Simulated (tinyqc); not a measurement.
Worked calculation: two-band k.p model of the Delta valleys near the X point under shear strain. Values are carried at full precision from step to step, so a last printed digit may differ when a step is redone from the rounded ones.

Constants: hbar^2/2m0 = 3.80998211 eV angstrom^2.

Values chosen for the exercise (near those of Si; not measured data):
```
symbol  value                  unit        meaning
a       5.436                  angstrom    lattice constant
ml      0.936                  m0          longitudinal mass
mt      0.194                  m0          transverse mass
kx0     0.148                  2 pi/a      distance of the minimum from X
D       15                     eV          shear deformation potential
Mp      0.227                  m0          coupling mass
exy     -0.0063                            shear strain
k       (0.041, 0.006, 0.072)  1/angstrom  wave vector from X
```

## Scales

k0 = kx0 2 pi/a; Delta = 2 c k0^2/ml with c = hbar^2/2m0, half the splitting of the two bands at k0; eta = D exy/Delta measures the shear coupling against it.

k0 = 0.17107 1/angstrom
Delta = 0.23823 eV
eta = -0.3967
splitting of the two bands at X, 2 |D exy| = 0.1890 eV

## The Hamiltonian at one k

Valley pair on the [001] axis, kz counted from the X point, c = hbar^2/2m0, k0 = kx0 2 pi/a. H = (c kz^2/ml + c (kx^2 + ky^2)/mt + c k0^2/ml) 1 + (2 c k0 kz/ml) sigma_z + (D exy - 2 c kx ky/Mp) sigma_x, so E = c kz^2/ml + c (kx^2 + ky^2)/mt + c k0^2/ml -/+ sqrt((2 c k0 kz/ml)^2 + (D exy - 2 c kx ky/Mp)^2). Without strain the lower band has its minima, E = 0, at kz = +/- k0. Shifts from diagonal strain are left out.

Fill in the 2 x 2 matrix (sigma_z diagonal) and give its levels.

H(k) (eV):
```
[[0.2742, -0.1028],
 [-0.1028, 0.0737]]
```

levels (eV): [0.0304, 0.3175]

## Position, depth and masses of the minimum

For |eta| < 1: k_min = k0 sqrt(1 - eta^2), E_min = -Delta eta^2/2, ml(eta) = ml/(1 - eta^2), 1/m[110] = 1/mt + eta/Mp, 1/m[1-10] = 1/mt - eta/Mp. For |eta| > 1 the minimum sits at X: E_min = -Delta (2 |eta| - 1)/2, ml(eta) = ml/(1 - 1/|eta|), and eta is replaced by its sign in the transverse masses.

k_min = 0.1570 1/angstrom
E_min = -18.74 meV
ml(eta) = 1.111 m0

masses along [110] and [1-10] (m0): [0.2935, 0.1449]

The minimum has moved 8.2 % of the way to X; electrons are lighter along [1-10] (-25.3 % against mt) and heavier across (+51.3 %).

## The two bands along kz

kx = ky = 0, kz from 0 to 1.6 k0 in steps of 0.2 k0, with and without the strain.

Levels (eV):
```
kz/k0  kz (1/angstrom)    lower   upper  lower, no strain  upper, no strain
0.0             0.0000   0.0246  0.2136            0.1191            0.1191
0.2             0.0342   0.0180  0.2297            0.0762            0.1715
0.4             0.0684   0.0040  0.2724            0.0429            0.2335
0.6             0.1026  -0.0094  0.3334            0.0191            0.3049
0.8             0.1369  -0.0174  0.4081            0.0048            0.3859
1.0             0.1711  -0.0181  0.4945            0.0000            0.4765
1.2             0.2053  -0.0104  0.5917            0.0048            0.5765
1.4             0.2395   0.0059  0.6992            0.0191            0.6861
1.6             0.2737   0.0313  0.8168            0.0429            0.8052
```

## Checks

- Depth of the minimum by numerical search against the closed form (eV): both -0.018743.
- Mass along [110] by finite differences against the closed form: both 0.2935.

Computed by tinyqc, a small Python program: `OMP_NUM_THREADS=1 python tinyqc.py 1080413 1080414 out.jsonl` (the numbers bound the seed that draws the inputs); one thread of a shared host (Intel(R) Xeon(R) Processor @ 2.30GHz), about 0.01 s for the whole set of steps.
